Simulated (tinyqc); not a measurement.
# Monte Carlo simulation of one carrier in a uniform electric field, step by step

A worked calculation. Computed by tinyqc, a small Python program that keeps every step. Command: `OMP_NUM_THREADS=1 python tinyqc.py 3011972 3011973 out.jsonl mcfl walk`. One thread of a shared host (Intel(R) Xeon(R) Processor @ 2.30GHz), about 2 s of CPU time with the checks. Intermediate numbers are printed to about 5 digits and carried at full precision; extremes and crossings named in words are read from the listed rows.

The force e F acts along +z. Flights end at the constant total rate Gamma; the part of Gamma that the real rates do not fill is self-scattering, which leaves k unchanged. One valley, no impurities; equivalent final valleys enter only through Z_f in the optical rate.

Inputs (values chosen for the exercise, modelled on electrons in silicon):
```
quantity,value,unit
effective mass m,0.318,m_0
non-parabolicity alpha,0.51,1/eV
density rho,2329,kg/m^3
sound velocity v_l,8840,m/s
acoustic deformation potential D_A,10,eV
phonon energy hbar w,57.9,meV
optical or intervalley deformation potential D_o,4.8,1e8 eV/cm
final valleys Z_f,5,-
lattice temperature T,200,K
electric field F,6.3,kV/cm
energy E_max up to which Gamma must cover the rates,1,eV
seed of the random numbers,58730,-
```

Crystal: non-polar. Band: Kane.

starting wave vector (1/nm): [0.11, 0.12, 0.21]

Constants: k_B = 1.380649e-23 J/K; e = 1.602176634e-19 C; hbar = 1.054571817e-34 J s; m_0 = 9.1093837015e-31 kg; hbar = 6.582119569e-16 eV s; k_B = 8.617333262e-05 eV/K.

## Total rate Gamma

Kane band: hbar^2 k^2/(2 m) = E (1 + alpha E), speed v = hbar k/(m (1 + 2 alpha E)), states per spin, volume and energy g(E) = m k (1 + 2 alpha E)/(2 pi^2 hbar^2); overlap factors are set to 1. Masses are multiplied by m_0 and all formulas are in SI units. Phonon occupation N_q = 1/(exp(hbar w/(k_B T)) - 1). Acoustic deformation potential (elastic, equipartition, absorption and emission together): 1/tau = 2 pi k_B T D_A^2 g(E)/(hbar rho v_l^2). Optical or intervalley deformation potential: 1/tau = (pi Z_f D_o^2/(rho w)) [N_q g(E + hbar w) + (N_q + 1) g(E - hbar w)], with g = 0 below the band edge. Gamma is 1.05 times the largest total rate on the grid E = (j + 1/2) E_max/400, j = 0..399.

largest total rate = 64.988 1e12/s

energy of the largest rate = 998.75 meV

Gamma = 68.237 1e12/s

## Flight 1

Random numbers (0.02 to 0.98, from up to 60 sets tried for early real events), one row a flight:
```
,r1,r2,r3,r4
1,0.2883,0.2979,0.4450,0.9472
2,0.7869,0.5300,0.2910,0.3040
3,0.5639,0.3195,0.3046,0.5436
4,0.9269,0.4188,0.9214,0.0837
5,0.3358,0.4648,0.5481,0.7603
6,0.2860,0.1839,0.0847,0.3031
7,0.0629,0.8518,0.8541,0.3147
```

Flight: t = -ln(r1)/Gamma; k_z grows by e F t/hbar; E follows from the band; dz = (E_end - E_start)/(e F). Use row 1 of the random numbers.

flight time t = 18.227 fs

k at the end of the flight (1/nm): [0.11000, 0.12000, 0.22745]

energy at the end = 9.3286 meV

displacement dz = 1.4383 nm

## Scattering event 1

Choice: with cumulative rates in the order acoustic, absorption, emission, the process is the first whose sum exceeds r2 Gamma; if none, self-scattering. Final state: E' = E, E + hbar w or E - hbar w gives k'. Isotropic processes: cos(theta) = 1 - 2 r3 from the z axis, phi = 2 pi r4, k' (sin theta cos phi, sin theta sin phi, cos theta).

cumulative rates (1e12/s): acoustic 0.8646, absorption 1.0400, emission 1.0400

r2 Gamma = 20.328 1e12/s

Process chosen: self-scattering

k after event 1, the start of the next flight (1/nm): [0.11000, 0.12000, 0.22745]

## Flight 2

Use row 2 of the random numbers.

flight time t = 3.5121 fs

k at the end of the flight (1/nm): [0.11000, 0.12000, 0.23081]

energy at the end = 9.5114 meV

displacement dz = 0.29017 nm

## Scattering event 2

The formulas are those given above.

cumulative rates (1e12/s): acoustic 0.8732, absorption 1.0489, emission 1.0489

r2 Gamma = 36.166 1e12/s

Process chosen: self-scattering

k after event 2, the start of the next flight (1/nm): [0.11000, 0.12000, 0.23081]

## All printed flights

Drift estimate: sum dz / sum t.

Flights:
```
flight,t (fs),E at the end (meV),dz (nm),process,k_x (1/nm),k_y (1/nm),k_z (1/nm)
1,18.227,9.329,1.4383,self-scattering,0.11,0.12,0.22745
2,3.512,9.511,0.2902,self-scattering,0.11,0.12,0.23081
3,8.395,9.959,0.7106,self-scattering,0.11,0.12,0.23884
4,1.112,10.020,0.0960,self-scattering,0.11,0.12,0.23991
5,15.992,10.918,1.4260,self-scattering,0.11,0.12,0.25521
6,18.344,12.016,1.7426,self-scattering,0.11,0.12,0.27277
7,40.538,14.696,4.2539,self-scattering,0.11,0.12,0.31157
```

drift estimate from these flights = 93833 m/s

7 of the 7 flights end in self-scattering. So few flights say little about the drift velocity: the estimate is noise at this length.

## Low-field mobility from the linear Boltzmann equation

On the grid E_j = (j + 1/2) hbar w/12 up to 20 k_B T + 2 hbar w, solve (sum of rates) l(E) = v(E); mu_0 = e sum g v l exp(-E/k_B T)/(3 k_B T sum g exp(-E/k_B T)).

low-field mobility mu_0 = 2684.7 cm^2/(V s)

## Long runs: velocity against field

Each row: 250 carriers from a thermal start, 1600 flights each, the first half discarded, random numbers not printed; the error is the standard error over ten groups; the mean energy is taken at the ends of flights, which sample time evenly. Fields at which more than 0.02 % of the events exceed Gamma are left out.

Monte Carlo results:
```
F (kV/cm),drift velocity (1e5 m/s),error (1e5 m/s),mu_0 F (1e5 m/s),mean energy (meV),real events (%)
1.6,0.316,0.0190,0.4295,33.7,3.07
3.1,0.522,0.0230,0.8322,38.8,3.51
6.3,0.692,0.0120,1.6913,49.6,4.65
13.0,0.885,0.0110,3.4900,76.3,7.43
25.0,0.995,0.0084,6.7116,128.0,12.50
```

At the lowest field the drift velocity is 0.74 +/- 0.04 of the ohmic value mu_0 F, at the highest 0.15 +/- 0.00. The mean energy goes from 34 to 128 meV against the parabolic-band thermal value 3 k_B T/2 = 26 meV: the carriers heat, more of them reach the emission threshold, where they lose momentum, and the curve bends below the ohmic line. Only 3 to 12 % of the events are real; the rest is the price of a constant Gamma. Where hbar w is several k_B T, energy relaxes slowly and the low-field energies may still be drifting.

Checks made by the program: energy gained in the printed flights against e F dz (relative difference 3e-10).
